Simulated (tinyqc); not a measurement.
Single-band model of a thermoelectric material: one step, computed by the program tinyqc. Command: `OMP_NUM_THREADS=1 python tinyqc.py 3003275 3003276 out.jsonl thermo walk`. One thread of a shared host (Intel(R) Xeon(R) Processor @ 2.30GHz), about 0.01 s of CPU time with the checks.

One spherical band, one scattering law, no minority carriers and no phonon drag. In a real material minority carriers limit |S| to about E_g/(2 e T), so larger values are formal. eta = E_F/(k_B T) is counted from the band edge; f = 1/(1 + exp(x - eta)).

Question. Transport integrals. With x = E/(k_B T), a = alpha k_B T (0 for a parabolic band), G = x (1 + a x), D = 1 + 2 a x and <y> = int y f (1 - f) dx, f = 1/(1 + exp(x - eta)): tau = tau_0 G^r/D; transport function s = G^(3/2 + r)/D^2; n = N_0 <G^(3/2)> with N_0 = (2 m k_B T)^(3/2)/(3 pi^2 hbar^3). Integrals over x = E/(k_B T) use 160 Gauss-Legendre points in u = sqrt(x) from 0 to sqrt(max(eta, 0) + 32).

Inputs (values chosen for the exercise, for a model material): temperature T = 290 K.

Band: parabolic. Scattering: polar optical (high temperature), r = 0.5.

reduced Fermi level eta = -0.3382145

Constants: k_B = 8.617333262e-05 eV/K.

Give: <s>; <x s>; <x^2 s>; <G^(3/2)>; <G^(3/2 + 2r)/D^4>.

Answer.

<s> = 1.2300

<x s> = 3.9596

<x^2 s> = 16.439

<G^(3/2)> = 0.77300

<G^(3/2 + 2r)/D^4> = 2.1290
